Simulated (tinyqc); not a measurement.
What moves the results: optical transitions of a finite quantum well. A value that a table varies takes the place of the one given here.

Each carrier sees a square well of width L with its own depth V and masses m (inside), mb (outside); c = hbar^2/2m0, k = sqrt(m E/c), kappa = sqrt(mb (V - E)/c), and level n solves k L + 2 atan[(k/m)/(kappa/mb)] = n pi. The envelope is cos(kz) for odd n and sin(kz) for even n inside, joins exp(-kappa (|z| - L/2)) outside, and is normalised to 1. Excitons and band mixing are left out.

Constants: hbar^2/2m0 = 3.80998211 eV angstrom^2; e^2/(4 pi eps0) = 14.39964547 eV angstrom; hc = 1239.841984 eV nm.

Parameters, chosen for this exercise (near those of a GaAs well in AlGaAs; shifted at random, so the results belong to these values and not to a real crystal):
- L = 88 angstrom (well width)
- Vc = 0.292 eV (conduction offset)
- me = 0.0676 m0 (electron, well)
- meb = 0.0969 m0 (electron, barrier)
- eps = 11.3 (background dielectric constant)
- Nss = (0.07, 0.17, 0.35, 0.7, 1, 1.4, 2.1) x 1e12/cm^2 (sheet densities)
- Eg = 1.504 eV (gap of the well)
- Vv = 0.164 eV (valence offset)
- mh = 0.358 m0 (heavy hole along z, well)
- mhb = 0.391 m0 (heavy hole, barrier)
- ml = 0.0859 m0 (light hole along z, well)
- mlb = 0.1055 m0 (light hole, barrier)
- Ls = (24, 36, 46, 62, 76, 92, 147) angstrom (widths)

## Depolarisation shift

The collective line lies at E12 sqrt(1 + a), a = 8 pi q (n1 - n2) S/(eps E12), q = e^2/(4 pi eps0), S = integral over z of (integral up to z of psi_1 psi_2)^2. Zero temperature with the mass me in both subbands: n1 - n2 = Ns until Ns reaches D E12, D = me/(2 pi c), and D E12 beyond. 1e12/cm^2 = 1e-4/angstrom^2; exchange and the static band bending by the charge are left out.

Line position:
```
Ns (1e12/cm^2)  n1 - n2       a  line (meV)  shift (meV)
0.070             0.070  0.0138      111.49         0.76
0.17              0.170  0.0334      112.57         1.84
0.35              0.350  0.0688      114.48         3.75
0.70              0.700  0.1377      118.11         7.38
1.0               1.000  0.1967      121.13        10.40
1.4               1.400  0.2753      125.05        14.32
2.1               2.100  0.4130      131.63        20.89
```

S = 6.799 angstrom
E12 = 110.73 meV

The upward shift grows from 0.76 to 20.89 meV, 18.9 % of E12 at most. For small a the shift is a E12/2, linear in Ns; in the last row that rule gives 22.86 meV. S/L = 0.0773, against 5/(9 pi^2) = 0.0563 for hard walls.

## Width of the well

Edge wavelength hc/(Eg + e1 + hh1), squared e1-hh1 overlap, lh1 - hh1, and the 1-2 intersubband energy with f_12 = (m1/c) E12 z_12^2, 1/m1 = <1|1/m|1> (dash: e2 unbound).

Results:
```
L (angstrom)  edge (nm)  overlap^2  lh1 - hh1 (meV)  E12 (meV)   f_12
24                718.4     0.9350             46.3          -      -
36                749.4     0.9551             41.5          -      -
46                766.4     0.9650             35.6      202.0  0.485
62                783.8     0.9749             27.4      169.0  0.971
76                793.5     0.9804             22.0      134.2  0.983
92                800.8     0.9847             17.4      104.1  0.978
147               813.0     0.9921              9.1       51.1  0.966
```

The edge tunes from 718 to 813 nm, towards hc/Eg = 824 nm, while the overlap goes from 0.935 to 0.992. e2 binds at L = pi sqrt(c/(me Vc)) = 43.6 angstrom; f_12 starts from zero there and is 0.485 at 46 angstrom, the rest going to the continuum; among the widths listed it peaks at 0.983 (76 angstrom) and is 0.966 in the widest well, against 0.961 for hard walls.

## What each parameter does

Edge wavelength hc/(Eg + e1 + hh1), squared overlap of e1 and hh1, and the confinement energies. Each row changes one parameter from the base and keeps the others.

Results:
```
case             edge (nm)  overlap^2  e1 (meV)  hh1 (meV)
base                 799.2     0.9837      37.7        9.5
L = 97 angstrom      802.6     0.9857      32.7        8.1
Eg = 1.534 eV        784.1     0.9837      37.7        9.5
Vc = 0.248 eV        800.1     0.9778      36.0        9.5
Vv = 0.197 eV        799.1     0.9796      37.7        9.8
me = 0.0744 m0       800.1     0.9873      36.0        9.5
mh = 0.412 m0        799.7     0.9793      37.7        8.6
meb = 0.1163 m0      800.1     0.9823      36.1        9.5
```

The largest shifts from the base row, up to three for each result and ties (the steps differ in size, so this ranks the rows, not the parameters). edge (nm): Eg -15.2, L +3.3, me +0.9, Vc +0.9, meb +0.9. overlap^2: Vc -0.0060, mh -0.0044, Vv -0.0041; unchanged at the printed digits by Eg. e1 (meV): L -5.0, me -1.8, Vc -1.7, meb -1.7; unchanged at the printed digits by Eg, Vv and mh. hh1 (meV): L -1.4, mh -0.9, Vv +0.3; unchanged at the printed digits by Eg, Vc, me and meb.

Program tinyqc; command `OMP_NUM_THREADS=1 python tinyqc.py 1251847 1251848 out.jsonl`; about 0.04 s on one thread of a shared Intel(R) Xeon(R) Processor @ 2.30GHz.
